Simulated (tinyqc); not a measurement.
Changing the disorder parameter Gamma: estimate of lattice thermal conductivity from elastic moduli (Slack, Klemens and Cahill formulas). Computed by tinyqc, a small Python program. Command: `OMP_NUM_THREADS=1 python tinyqc.py 3027679 3027680 out.jsonl slack sweep`. One thread of a shared host (Intel(R) Xeon(R) Processor @ 2.30GHz), about 0.01 s of CPU time with the checks.

An isotropic solid.

Inputs (values chosen for the exercise, for a model crystal):
```
quantity                              value        unit
bulk modulus B                           67         GPa
shear modulus G                        62.4         GPa
volume per atom V                      24.3  angstrom^3
mean atomic mass M                      114           u
atoms per primitive cell n                8           -
volume expansion coefficient alpha_V   34.5       ppm/K
temperature T                          1200           K
grain size d                          19000          nm
```

Grueneisen parameter: from thermal expansion.

Constants: u = 1.6605390666e-27 kg; hbar = 1.054571817e-34 J s; k_B = 1.380649e-23 J/K; h = 6.62607015e-34 J s.

Method:
- rho = M/V; vL = sqrt((B + 4G/3)/rho), vT = sqrt(G/rho); v_m = [(vL^-3 + 2 vT^-3)/3]^(-1/3); Poisson ratio sigma = (3B - 2G)/(6B + 2G); Theta = hbar v_m (6 pi^2/V)^(1/3)/k_B.
- gamma = alpha_V B V/(3 k_B), with the classical heat capacity 3 k_B per atom.
- Slack, an estimate for T near or above Theta_a: kappa = A M Theta_a^3 delta n^(1/3)/(gamma^2 T) in W/(m K), with M in u, delta = V^(1/3) in angstrom, Theta_a = Theta n^(-1/3) and A = 2.43e-6/(1 - 0.514/gamma + 0.228/gamma^2).
- High-temperature forms with the classical heat capacity. Klemens: kappa/kappa_0 = arctan(u)/u, u^2 = pi^2 Theta V Gamma kappa_0/(h v_m^2). Grains: 1/kappa_poly = 1/kappa + 1/(C v_m d/3), C = 3 k_B/(n V), the acoustic branches alone.
- Cahill minimum: kappa_min = (pi/6)^(1/3) k_B V^(-2/3) sum over L, T, T of v (T/Theta_i)^2 int_0^(Theta_i/T) x^3 e^x/(e^x - 1)^2 dx, Theta_i = Theta v_i/v_m (64 Gauss-Legendre points).
- Its high-temperature limit is (1/2) (pi/6)^(1/3) k_B V^(-2/3) (vL + 2 vT).

One run for each value; columns: (1) disorder parameter Gamma; (2) kappa with point defects (W/(m K)); (3) disorder scale u; (4) kappa of the polycrystal (W/(m K)); (5) kappa_poly/kappa_min:
```
(1)          (2)     (3)     (4)     (5)
1.00e-05  3.9733  0.0218  3.9695  5.9783
4.00e-05  3.9714  0.0436  3.9676  5.9755
1.00e-04  3.9676  0.0690  3.9639  5.9698
6.00e-04  3.9367  0.1690  3.9330  5.9233
2.00e-03  3.8546  0.3085  3.8510  5.7999
9.00e-03  3.5188  0.6544  3.5159  5.2951
3.00e-02  2.9066  1.1948  2.9046  4.3745
1.00e-01  2.0785  2.1814  2.0775  3.1288
5.00e-01  1.1150  4.8778  1.1147  1.6788
```

Over the rows, kappa with point defects (W/(m K)) falls from 3.97 to 1.11 (exponent d ln y / d ln x -3.4e-4 between the first rows and -0.39 between the last); disorder scale u rises from 0.0218 to 4.88 (exponent d ln y / d ln x about 0.50 throughout); kappa of the polycrystal (W/(m K)) falls from 3.97 to 1.11 (exponent d ln y / d ln x -3.4e-4 between the first rows and -0.39 between the last). At the low end the exponent of kappa with point defects is 0.00, close to 0: weak disorder. The change from weak to strong disorder sits at u = 1, between Gamma = 0.009 and 0.03.

Extremes, crossings and ranges named in words are read from the listed rows.
